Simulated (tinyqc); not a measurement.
## Area and perimeter leakage from two diodes

Problem. A square diode and a finger diode leak I = JA area + JP perimeter. Find JA, JP and the side of the square at which both parts are equal.

areas (um^2): 40000  132000
perimeters (um): 800  27060
leakage currents (pA): 4.84  125.86200

Answer. Two linear equations give JA and JP; for a square of side a, JA a^2 = 4 JP a at a = 4 JP/JA.

JA = 3.100e-9 A/cm^2
JP = 4.500e-11 A/cm
side for equal parts = 580.6 um

Numbers from tinyqc (`OMP_NUM_THREADS=1 python tinyqc.py 2290111 2290112 out.jsonl`; about 0.01 s on one thread of a shared Intel Xeon 2.30GHz).
